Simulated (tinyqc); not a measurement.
Input admittance of a MOSFET at zero drain bias: distributed channel and distributed gate: one step of the calculation.

Source and drain grounded, strong inversion, w = 2 pi f, Cox = eps0 eox/tox. The channel is an RC line of resistance 1/(mu Cox Vo) per square fed from both ends, so one finger has the intrinsic admittance y = i w Cox L tanh(g)/g per width, g = (1/2) sqrt(i w tau), tau = L^2/(mu Vo). The vertical resistance rv/L is in series with y, the overlaps 2 i w Cov in parallel: y_t = 1/(1/y + rv/L) + 2 i w Cov. The gate strip is a line of Rsh/L per length loaded by y_t, so a finger has Y = y_t Wf tanh(k)/k, k = (Wf/sd) sqrt(y_t Rsh/L); the device has Nf Y.

Question. Low-frequency resistances and capacitance. Low-frequency limits, with c = Cox L and ct = c + 2 Cov: R_strip = Rsh Wf/(3 sd^2 L Nf), R_ch = (c/ct)^2 L/(12 mu Cox Vo Wf Nf), R_vert = (c/ct)^2 rv/(L Wf Nf), C = ct Wf Nf.

Parameters, values chosen for the exercise; values of the order met in silicon radio-frequency transistors: relative permittivity of the gate insulator (close to silicon dioxide) eox = 3.9; insulator thickness tox = 6.8 nm; channel length L = 1.9 um; finger width Wf = 19 um; number of fingers Nf = 4; channel mobility mu = 250 cm^2/(V s); gate overdrive Vo = 0.58 V; sheet resistance of the gate Rsh = 10 ohm/square; vertical resistivity of the gate stack rv = 0 ohm um^2; number of ends at which a finger is contacted sd = 2; overlap and fringe capacitance on each side Cov = 0.26 fF/um.

Constants: eps0 = 8.8541878128e-14 F/cm where lengths are in cm. Results are converted to the units shown.

Wanted: parts; sum; C; 1/(2 pi R C).

Answer.

parts (ohm): strip 2.0833, channel 25.474, vertical 0
sum = 27.557 ohm
C = 772.80 fF
1/(2 pi R C) = 7.4734 GHz

The channel term is the largest, 92.4 % of the sum.

Numbers from tinyqc (`OMP_NUM_THREADS=1 python tinyqc.py 2262101 2262102 out.jsonl`; about 0.01 s on one thread of a shared Intel Xeon 2.30GHz).
